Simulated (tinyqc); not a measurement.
Reverse leakage of an n+-p junction: diffusion, generation, trap-assisted and band-to-band tunnelling: two steps of the calculation.

One-sided abrupt junction in the depletion approximation, x from the junction (0) to W on the p side, field F = F0 (1 - x/W). Flat quasi-Fermi levels, long p side. Traps generate through SRH with both lifetimes shortened by 1 + Gamma (Hurkx enhancement, form for moderate fields); band-to-band generation is local and needs a total bending above Eg.

Values chosen for this exercise; band and dielectric values close to those of silicon:
```
symbol,value,unit,meaning
T,250,K,temperature
Eg,1.11,eV,band gap
Na,2.2e16,cm^-3,acceptor density of the lighter side
Nd,1e19,cm^-3,donor density of the heavier side
tau,4e-6,s,SRH lifetime of both carriers at zero field
Et,0,eV,trap level above the intrinsic level
Ab,2.1e14,cm^-0.5 V^-2.5 s^-1,band-to-band prefactor
Bb,1.85e7,V/cm,band-to-band field constant
VR,0.6,V,reverse bias
```

Constants: q = 1.602176634e-19 C, kB = 1.380649e-23 J/K, Vt = kB T/q. Results are converted to the units shown.

Problem 1. Generation rates across the layer. u = (Vbi + VR)(1 - x/W)^2, p = Na exp(-u/Vt), n = Nd exp((u - Vbi - VR)/Vt); G0 = ni^2 (1 - exp(-VR/Vt))/(tau (n + p + 2 ni cosh(Et/Vt))); Gamma = 2 sqrt(3 pi)(F/FG) exp((F/FG)^2); trap-assisted part G0 Gamma; G_bb = Ab F^2.5 exp(-Bb/F) with F in V/cm, zero unless Vbi + VR > Eg, and counted as zero under 1 cm^-3 s^-1. 12 equal steps.

ni = 1.3407203e8 cm^-3
Vbi = 0.94685448 V
W = 302.82279 nm
F0 = 102.16236 kV/cm
FG = 269.13019 kV/cm

Give: x; F; Gamma; G0; G0 Gamma; G_bb.

Solution 1.

```
point,x (nm),F (kV/cm),Gamma,G0 (cm^-3 s^-1),G0 Gamma (cm^-3 s^-1),G_bb (cm^-3 s^-1)
0,0.00,102.16,2.6920,449.38,1209.7,0.0000
1,25.24,93.65,2.4115,4.2980e7,1.0365e8,0.0000
2,50.47,85.14,2.1467,1.3906e12,2.9852e12,0.0000
3,75.71,76.62,1.8956,1.6745e13,3.1742e13,0.0000
4,100.94,68.11,1.6566,1.6759e13,2.7763e13,0.0000
5,126.18,59.59,1.4279,1.6725e13,2.3883e13,0.0000
6,151.41,51.08,1.2081,7.2457e12,8.7537e12,0.0000
7,176.65,42.57,0.99574,5.2793e10,5.2568e10,0.0000
8,201.88,34.05,0.78945,5.9563e8,4.7023e8,0.0000
9,227.12,25.54,0.58796,1.8161e7,1.0678e7,0.0000
10,252.35,17.03,0.39001,1.5010e6,5.8543e5,0.0000
11,277.59,8.51,0.19442,3.3631e5,65387,0.0000
12,302.82,0.00,0,2.0426e5,0,0.0000
```

Problem 2. Current components. 12 equal steps.

Each current is q times the trapezoid sum of its rate; J adds J_diff; J_bb under 1e-8 of the sum is given as 0.

```
point,x (nm),G0 (cm^-3 s^-1),G0 Gamma (cm^-3 s^-1),G_bb (cm^-3 s^-1)
0,0.00000,449.38275,1209.7378,0
1,25.23523,4.2980109e7,1.0364736e8,0
2,50.47047,1.3905971e12,2.9851970e12,0
3,75.70570,1.6744786e13,3.1742169e13,0
4,100.94093,1.6758982e13,2.7762854e13,0
5,126.17616,1.6725394e13,2.3882624e13,0
6,151.41140,7.2457003e12,8.7536588e12,0
7,176.64663,5.2792946e10,5.2568238e10,0
8,201.88186,5.9563448e8,4.7022535e8,0
9,227.11709,1.8161182e7,1.0677989e7,0
10,252.35233,1.5010462e6,5.8543032e5,0
11,277.58756,3.3631312e5,65386.966,0
12,302.82279,2.0426489e5,0,0
```

J_diff = 3.2065627e-16 A/cm^2

Give: J_SRH; J_TAT; J_bb; J.

Solution 2.

J_SRH = 2.3822e-11 A/cm^2
J_TAT = 3.8482e-11 A/cm^2
J_bb = 0 A/cm^2
J = 6.2304e-11 A/cm^2

Range of the model: The n+ side is degenerate, so Vbi from Boltzmann statistics is only a guide.

Program tinyqc, `OMP_NUM_THREADS=1 python tinyqc.py 2290119 2290120 out.jsonl`; Intel Xeon 2.30GHz, shared host, one thread, about 0.01 s.
